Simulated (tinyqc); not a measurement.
WKB tunnelling through a gate dielectric with a two-band (Franz) dispersion: one step. The integrals in closed form. Two cases, with inputs chosen for the exercise.

Task: Parabolic: (2/3) sqrt(m/c) (t/V) (phi^(3/2) - u_e^(3/2)). Franz: sqrt(m/c) Eg^(3/2) (t/V) (f(phi/Eg) - f(u_e/Eg)) with f(y) = ((2y - 1) sqrt(y (1 - y)) + arcsin(sqrt y))/4. u_e = max(phi - V, 0). T = exp(-2 I).

At depth x the conduction edge lies u(x) = phi - V x/t above the electron. Parabolic: kappa = sqrt(m u/c). Franz: kappa = sqrt(m u (1 - u/Eg)/c), which vanishes at both band edges. c = hbar^2/2m0. T = exp(-2 integral of kappa dx) over the region u > 0; no image force, no prefactor, zero transverse momentum. The region ends at x_e = min(t, phi t/V); x_e < t is the Fowler-Nordheim regime.

Constants: hbar^2/2m0 = 3.80998211 eV angstrom^2.

Give: integral of kappa dx; T.

Case 1.

Values chosen (of the size used for HfO2 on silicon; not measured data):
- Eg = 6.04 eV (gap of the dielectric)
- phi = 1.44 eV (barrier above the electron energy at the emitter)
- m = 0.18 m0 (mass at the conduction edge)
- t = 34 angstrom (thickness)
- V = 1.7 V (voltage across the layer)

Result:

integral of kappa dx: parabolic 5.0079, Franz 4.6329

T: parabolic 4.47e-05, Franz 9.46e-05

The two-band dispersion raises T by a factor 2.12.

Case 2.

Values chosen (of the size used for SiO2 on silicon; not measured data):
- Eg = 8.55 eV (gap of the dielectric)
- phi = 3.2 eV (barrier above the electron energy at the emitter)
- m = 0.57 m0 (mass at the conduction edge)
- t = 19 angstrom (thickness)
- V = 1.7 V (voltage across the layer)

Result:

integral of kappa dx: parabolic 11.2028, Franz 9.4923

T: parabolic 1.86e-10, Franz 5.69e-09

The two-band dispersion raises T by a factor 30.6.

Computed by tinyqc, one run a case: `OMP_NUM_THREADS=1 python tinyqc.py N N+1 out.jsonl` with N = 1482328, 1482378; one thread of a shared Intel(R) Xeon(R) Processor @ 2.30GHz, about 0.01 s a run at most.
